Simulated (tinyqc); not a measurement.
Modulation-doped quantum well, Poisson-Schroedinger loop: one step of the calculation.

A well of width L centred at z = 0 between barriers Vb; effective-mass electrons, parabolic bands. The electrons come from donor sheets outside the mesh, a share fL of Ns on the left and the rest on the right, so the structure is neutral. Energies are counted from the band edge of the well, with U = 0 on the first node in the Hartree part.

Task. Levels and probability densities. Tridiagonal Hamiltonian with psi = 0 one step beyond both ends: H_ii = C (1/m_(i-1/2) + 1/m_(i+1/2))/hz^2 + V0_i + U_i, H_(i,i+1) = -C/(m_(i+1/2) hz^2), C = hbar^2/(2 m0). The lowest 2 level(s) are kept, normalised to hz sum |psi|^2 = 1.

Values chosen for this exercise:
- hz = 1.1 nm (mesh step)

Constants: q = 1.602176634e-19 C, hbar = 1.054571817e-34 J s, m0 = 9.1093837015e-31 kg, hbar^2/(2 m0) = 0.0380998212 eV nm^2. Results are converted to the units shown.

| node | fixed potential V0 (eV) | self-consistent potential U at the start (eV) |
|---|---|---|
| 1 | 0.24600000 | 0 |
| 2 | 0.24600000 | 0 |
| 3 | 0.24600000 | 0 |
| 4 | 0.00000000 | 0 |
| 5 | 0.00000000 | 0 |
| 6 | 0.00000000 | 0 |
| 7 | 0.00000000 | 0 |
| 8 | 0.00000000 | 0 |
| 9 | 0.00000000 | 0 |
| 10 | 0.00000000 | 0 |
| 11 | 0.00000000 | 0 |
| 12 | 0.00000000 | 0 |
| 13 | 0.24600000 | 0 |
| 14 | 0.24600000 | 0 |
| 15 | 0.24600000 | 0 |

mass on the intervals 1/2, 3/2, ... (mean of both at an interface) (m0): [0.0914, 0.0914, 0.0914, 0.07925, 0.0671, 0.0671, 0.0671, 0.0671, 0.0671, 0.0671, 0.0671, 0.0671, 0.07925, 0.0914, 0.0914, 0.0914]

Find: levels; |psi|^2 of E1; |psi|^2 of E2.

Result.

levels (eV): E1 0.02972, E2 0.11765

| node | \|psi\|^2 of E1 (1/nm) | \|psi\|^2 of E2 (1/nm) |
|---|---|---|
| 1 | 0.00029 | 0.00181 |
| 2 | 0.00201 | 0.01019 |
| 3 | 0.01013 | 0.03879 |
| 4 | 0.04155 | 0.11823 |
| 5 | 0.07746 | 0.14592 |
| 6 | 0.11233 | 0.10522 |
| 7 | 0.13747 | 0.03439 |
| 8 | 0.14661 | 0.00000 |
| 9 | 0.13747 | 0.03439 |
| 10 | 0.11233 | 0.10522 |
| 11 | 0.07746 | 0.14592 |
| 12 | 0.04155 | 0.11823 |
| 13 | 0.01013 | 0.03879 |
| 14 | 0.00201 | 0.01019 |
| 15 | 0.00029 | 0.00181 |

Numbers from tinyqc (`OMP_NUM_THREADS=1 python tinyqc.py 2140010 2140011 out.jsonl`; about 0.1 s on one thread of a shared Intel Xeon 2.30GHz).
